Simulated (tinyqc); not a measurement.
Where the moved charge sits: band offset of a heterojunction with an interface dipole (two-band chains, self-consistent charge).

Sites alternate A, C. Left: A at -G1/2, C at +G1/2, hopping -t1; right: A at D - G2/2, C at D + G2/2, hopping -t2; the bonds across the two interfaces of a ring (C left to A right, C right to A left) have -sqrt(t1 t2). D is the offset of the mid-gaps, so Ev(right) - Ev(left) = D - (G2 - G1)/2 and Ec(right) - Ec(left) = D + (G2 - G1)/2. The closing bond has its sign reversed (antiperiodic ring). Half the levels are filled with two electrons each. The charge moved is q = (electrons on the left) less one a site; the mean over the two interfaces, q/2, is taken as the charge that crosses each, and its dipole opposes the offset: D = D0 - u q/2.

From here on the ring has 24 cells a side.

Inputs chosen for the exercise (gaps near those of Si and SiO2; the chains and D0 are free models, so the offsets are not those of the real pair; the results hold for these values, not for the real material): G1 = 1.11 eV (gap on the left); G2 = 8.68 eV (gap on the right); t1 = 2.09 eV (hopping on the left); t2 = 1.83 eV (hopping on the right).

D = -0.38879 eV

Electrons in cell k from an interface at the self-consistent D, less those at D = 0. Interface 1 joins C left to A right, interface 2 C right to A left. The decay lengths 1/(2 kappa a) are those of mid-gap states, cosh(kappa a) = 1 + G^2/(8 t^2).

Change of the electron count:

| k | left of 1 | right of 1 | left of 2 | right of 2 |
|---|---|---|---|---|
| 1 | -0.00716 | 0.01263 | -0.00850 | 0.01475 |
| 2 | -0.00278 | 0.00020 | -0.00321 | 0.00024 |
| 3 | -0.00136 | 0.00000 | -0.00156 | 0.00000 |
| 4 | -0.00070 | 0.00000 | -0.00080 | 0.00000 |
| 5 | -0.00037 | 0.00000 | -0.00042 | 0.00000 |
| 6 | -0.00020 | 0.00000 | -0.00023 | 0.00000 |

decay lengths (cells): left 1.888, right 0.248

What can be read from this table?

Over six cells interface 1 moves -0.0126 electrons to the left side and +0.0128 to the right, interface 2 -0.0147 and +0.0150: each change is a dipole, and the two differ because the bonds join different sites. The first cells hold 78 % of it at interface 1. The tail is longer on the left, where the gap is smaller against the hopping: from k = 2 to 4 it falls by a factor 3.96, and pure mid-gap decay would give 2.88; the exponential carries a prefactor that falls as a power of the distance, so the first cells drop faster.

tinyqc: `OMP_NUM_THREADS=1 python tinyqc.py 1452430 1452431 out.jsonl`; about 0.3 s, one thread, shared Intel(R) Xeon(R) Processor @ 2.30GHz.
